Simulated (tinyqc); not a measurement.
# Trap density and scattering coefficient from 1/f noise

Inverse problem. f S = K0 (1 + ac mu Cox I/gm)^2 with K0 = q^2 Vt lt Nt/(W L Cox^2), Vt in eV and Nt per eV. Find K0, Nt and ac.

Values chosen for this exercise:
- T = 300 K (temperature)
- L = 65 nm (gate length)
- W = 20 um (total gate width)
- Cox = 0.77 uF/cm^2 (gate capacitance)
- mu = 390 cm^2/(V s) (mobility)
- lt = 0.1 nm (tunnelling length into the oxide)

Constants: q = 1.602176634e-19 C, kB = 1.380649e-23 J/K, Vt = kB T/q. Results are converted to the units shown.

I/gm at two biases (V): 0.0330682544  0.206753077
f S at these biases (V^2): 1.66850156e-10  1.84529027e-10

Answer. sqrt(f S) is linear in I/gm: the intercept is sqrt(K0), and slope over intercept is ac mu Cox.

K0 = 1.636e-10 V^2
Nt = 1.900e17 cm^-3 eV^-1
ac = 1000 V s/C

tinyqc, about 0.01 s, one thread, Intel Xeon 2.30GHz (shared host): `OMP_NUM_THREADS=1 python tinyqc.py 2150031 2150032 out.jsonl`
